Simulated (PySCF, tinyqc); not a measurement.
Worked calculation: MP2 on RHF in the sto-6g basis, for H4, spin multiplicity 1. The lowest restricted solution is unstable here: a spin-polarised one lies 0.0618 hartree lower (PySCF). One step of it, computed by the program tinyqc.

Task: Iteration 3 (converged): orbitals. Diagonalise F' = X^T F X, C = X C', fill 2 alpha and 2 beta electrons from the bottom; D = 2 C_occ C_occ^T. Each column has its largest component positive (the first on a tie).

converged F (hartree):
```
           1H 1s      2H 1s      3H 1s      4H 1s
1H 1s  -0.372996  -0.576580  -0.411649  -0.373038
2H 1s  -0.576580  -0.372996  -0.373038  -0.411649
3H 1s  -0.411649  -0.373038  -0.372996  -0.576580
4H 1s  -0.373038  -0.411649  -0.576580  -0.372996
```

X:
```
               1          2          3         4
1H 1s   0.968152   0.626906   0.586476  0.324762
2H 1s  -0.968152  -0.626906   0.586476  0.324762
3H 1s  -0.968152   0.626906  -0.586476  0.324762
4H 1s   0.968152  -0.626906  -0.586476  0.324762
```

Give: F' = X^T F X; orbital energies; coefficients C; D after iteration 3.

Result:

F' = X^T F X (hartree):
```
        1       2        3        4
1  0.9081  0.0000   0.0000   0.0000
2  0.0000  0.2593   0.0000   0.0000
3  0.0000  0.0000  -0.2269   0.0000
4  0.0000  0.0000   0.0000  -0.7317
```

orbital energies (hartree): MO1 -0.7317, MO2 -0.2269, MO3 0.2593, MO4 0.9081

coefficients C:
```
          MO1      MO2      MO3      MO4
1H 1s  0.3248   0.5865   0.6269   0.9682
2H 1s  0.3248   0.5865  -0.6269  -0.9682
3H 1s  0.3248  -0.5865   0.6269  -0.9682
4H 1s  0.3248  -0.5865  -0.6269   0.9682
```

D after iteration 3:
```
         1H 1s    2H 1s    3H 1s    4H 1s
1H 1s   0.8989   0.8989  -0.4770  -0.4770
2H 1s   0.8989   0.8989  -0.4770  -0.4770
3H 1s  -0.4770  -0.4770   0.8989   0.8989
4H 1s  -0.4770  -0.4770   0.8989   0.8989
```
